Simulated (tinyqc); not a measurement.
Effective-mass impurity with a central-cell term, in a basis of Slater functions: one step, computed by the program tinyqc. Command: `OMP_NUM_THREADS=1 python tinyqc.py 3018549 3018550 out.jsonl centralcell walk`. One thread of a shared host (Intel(R) Xeon(R) Processor @ 2.30GHz), about 0.01 s of CPU time with the checks.

The envelope obeys H = -nabla^2 - (2/r) [Z + A exp(-kappa r)] in effective units, with kappa = a*/lambda; positive A deepens the well near the core.

Question. Matrices over the s basis. zeta_i = zeta_1 beta^(i-1), i = 1..n. For s functions exp(-zeta r), with s = zeta_i + zeta_j: S = 2/s^3, T = zeta_i zeta_j S, V = -2 Z/s^2, W = -2 A/(s + kappa)^2; each function is normalised by dividing by sqrt(S_ii S_jj).

Inputs (values chosen for the exercise, with mass and screening modelled on GaSb): charge Z of the core = 1; central-cell strength A = -35; basis size n = 2; smallest exponent zeta_1 = 0.48 1/a*; ratio beta of exponents = 2.7.

Impurity: donor, one isotropic band.

kappa = 92.71762 1/a*

Give: exponents; overlap S; kinetic T; Coulomb V; central cell W.

Answer.

exponents (1/a*): [0.48, 1.296]

overlap S:
```
[[1.000, 0.701],
 [0.701, 1.000]]
```

kinetic T (Ry*):
```
[[0.2304, 0.4359],
 [0.4359, 1.679616]]
```

Coulomb V (Ry*):
```
[[-0.96, -1.244],
 [-1.244, -2.592]]
```

central cell W (Ry*):
```
[[0.003529, 0.01539],
 [0.01539, 0.06710]]
```
